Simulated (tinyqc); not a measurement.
# Changing the total dopant density N

Model: dopants and charged point defects at anneal temperature: Fermi-level effect, clustering and pairing. Computed by tinyqc, a small Python program. Command: `OMP_NUM_THREADS=1 python tinyqc.py 3031329 3031330 out.jsonl pairing sweep`. One thread of a shared host (Intel(R) Xeon(R) Processor @ 2.30GHz), about 0.04 s of CPU time with the checks.

Boltzmann statistics and full ionisation of active dopants. Energies are counted from the valence band; the defect (a vacancy or self-interstitial) has five charge states, with all degeneracy factors one.

Inputs (values chosen for the exercise, with bands modelled on silicon): gap at 0 K E_g0 = 1.19 eV; Varshni alpha = 0.000473 eV/K; Varshni beta = 642 K; electron mass m_e = 0.318 m_0; valleys M_c = 6; hole mass m_h = 0.836 m_0; anneal temperature T = 890 K; formation enthalpy of the neutral defect H_f = 2.21 eV; formation entropy S_f = 5 k_B; site density N_s = 3.5e+22 cm^-3; intrinsic dopant diffusivity D_i = 1.2e-16 cm^2/s; anneal time t = 700 s; dopant atoms per cluster k = 2; cluster binding energy E_b = 0.736 eV.

Dopant: acceptor. Second part: clustering of the dopant.

defect levels as fractions of E_g(T): (2+/+), (+/0), (0/-), (-/2-): [0.16, 0.1, 0.43, 0.69]

Constants: m_0 = 9.1093837015e-31 kg; k_B = 1.380649e-23 J/K; h = 6.62607015e-34 J s; k_B = 8.617333262e-05 eV/K.

Method:
- E_g = E_g0 - alpha T^2/(T + beta).
- N_c = 2 M_c (2 pi m_e k_B T/h^2)^(3/2) and N_v = 2 (2 pi m_h k_B T/h^2)^(3/2), masses in units of m_0.
- n_i = sqrt(N_c N_v) exp(-E_g/2 k_B T); E_i = E_g/2 + (k_B T/2) ln(N_v/N_c).
- p = A/2 + sqrt(A^2/4 + n_i^2) for an active density A.
- k ionised dopants and k carriers form one neutral cluster: C = N_s (A/N_s)^k (p/N_b)^k exp(E_b/k_B T), N_b the effective density of states of the majority band, and N = A + k C (60 bisections in ln A between ln N - 90 and ln N).
- chi = n/n_i (for acceptors n_i/p); E_F = E_i + k_B T ln chi; field enhancement h = 1 + A/sqrt(A^2 + 4 n_i^2).
- C_0 = N_s exp(S_f/k_B) exp(-H_f/k_B T). Ratios to the neutral state at E_F = E_i: r_+ = exp((E(+/0) - E_i)/k_B T), r_2+ = r_+ exp((E(2+/+) - E_i)/k_B T), r_- = exp((E_i - E(0/-))/k_B T), r_2- = r_- exp((E_i - E(-/2-))/k_B T); at other E_F state q scales as chi^(-q). The enhancement is sum r_q chi^(-q)/sum r_q. The charge on the defects is left out of neutrality.
- If every charge state of the defect carries the dopant equally well, D = D_i x enhancement x h x (active share A/N, a rough stand-in that overstates the dA/dN which immobile clusters call for), D_i being an input held fixed when T or H_f is moved; diffusion length 2 sqrt(D t).

One run for each value:
```
total dopant density N (cm^-3)  active density A (cm^-3)  enhancement over intrinsic   D/D_i  E_F (eV)  mean charge (e)
1.00e+17                                      1.0000e+17                      0.8678  1.0415   0.44405          -0.6676
3.00e+17                                      3.0000e+17                      0.6897  1.0501   0.41514          -0.5509
9.00e+17                                      8.9993e+17                      0.4907  0.9217   0.35461          -0.3156
3.00e+18                                      2.9929e+18                      0.4078  0.8084   0.26707          -0.0096
8.00e+18                                      7.6929e+18                      0.4688  0.9008   0.19509           0.3434
2.00e+19                                      1.5256e+19                      0.6830  1.0418   0.14264           0.7844
7.00e+19                                      2.6544e+19                      1.1857  0.8991   0.10018           1.2055
2.00e+20                                      3.6944e+19                      1.8339  0.6775   0.07483           1.4264
7.00e+20                                      5.2159e+19                      3.0992  0.4618   0.04838           1.6075
2.00e+21                                      6.8539e+19                      4.8812  0.3345   0.02743           1.7142
```

Over the rows, active density A (cm^-3) rises from 1.00e17 to 6.85e19 (exponent d ln y / d ln x 1.00 between the first rows and 0.26 between the last); enhancement over intrinsic goes from 0.868 through a minimum among these rows, 0.408 at 3.00e18, to 4.88; D/D_i lies between 0.335 and 1.05 without a single trend. At the low end the exponent of active density A is 1.00, close to 1: no clustering. Once clusters hold most of the dopant and A exceeds n_i, the exponent of A tends to 1/(2k) = 0.250; between the last rows it is 0.260.

Extremes, crossings and ranges named in words are read from the listed rows.
